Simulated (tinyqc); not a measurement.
From results to parameters: Luttinger model of the valence bands. Computed by the program tinyqc.

Problem. In the four-band Luttinger model 1/m = g1 -/+ 2 g2 along [100] and g1 -/+ 2 g3 along [111]. Find g1, g2, g3 and the light hole mass along [111].

heavy and light hole masses along [100] (electron masses): 0.234192  0.072516
heavy hole mass along [111] = 0.302115 electron masses

Solution. The mean of the two inverse masses along [100] is g1 and a quarter of their difference is g2; g3 = (g1 - 1/m_hh[111])/2.

g1, g2, g3: 9.0300  2.3800  2.8600
light hole mass along [111] = 0.068 electron masses
